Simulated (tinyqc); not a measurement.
Metal gate on a two-layer dielectric stack with fixed charge and a dipole: two steps of the calculation.

Gate, layer 2, layer 1, p-type semiconductor; x runs from the gate inwards. Charges are counted in units of +q. psi is the band bending at the surface, positive towards inversion. Classical charge, Boltzmann statistics, no interface traps.

Inputs (values chosen for the exercise); band and dielectric values close to those of 4H silicon carbide, layer 1 close to silicon dioxide, layer 2 close to zirconium oxide:
- T = 350 K (temperature)
- Eg = 3.24 eV (band gap)
- eps_r = 9.7 (relative permittivity)
- Nc = 2.18e19 cm^-3 (conduction-band density of states at T)
- Nv = 3.18e19 cm^-3 (valence-band density of states at T)
- chi = 3.61 eV (electron affinity)
- Na = 5.5e17 cm^-3 (acceptor density)
- pM = 5.02 eV (work function of the gate metal)
- t1 = 0.9 nm (thickness of layer 1, next to the semiconductor)
- e1 = 3.81 (relative permittivity of layer 1)
- t2 = 4.5 nm (thickness of layer 2, next to the gate)
- e2 = 24.9 (relative permittivity of layer 2)
- ps = -0.077 V (band bending psi of the working point)

Constants: q = 1.602176634e-19 C, kB = 1.380649e-23 J/K, Vt = kB T/q, eps0 = 8.8541878128e-14 F/cm where lengths are in cm. Results are converted to the units shown.

Question 1. Equivalent thickness and work-function difference. EOT = 3.9 (t1/e1 + t2/e2), Cox = eps0/(t1/e1 + t2/e2); phi_ms = pM - (chi + Eg - Vt ln(Nv/Na)).

Give: EOT; Cox; share of layer 1 in the EOT; phi_ms.

Answer 1.

EOT = 1.6261 nm
Cox = 2.1236 uF/cm^2
share of layer 1 in the EOT = 56.655 %
phi_ms = -1.7076 V

Question 2. Charge in the semiconductor. ni = sqrt(Nc Nv) exp(-Eg/(2 Vt)), Eg in volts. Qs = -sign(psi) sqrt(2 q eps0 eps_r Na Vt [exp(-u) + u - 1 + (ni/Na)^2 (exp(u) - u - 1)]), u = psi/Vt.

Find: Qs.

Answer 2.

Qs = 0.2060 uC/cm^2

The surface is accumulated.

tinyqc, about 0.01 s, one thread, Intel Xeon 2.30GHz (shared host): `OMP_NUM_THREADS=1 python tinyqc.py 2010062 2010063 out.jsonl`
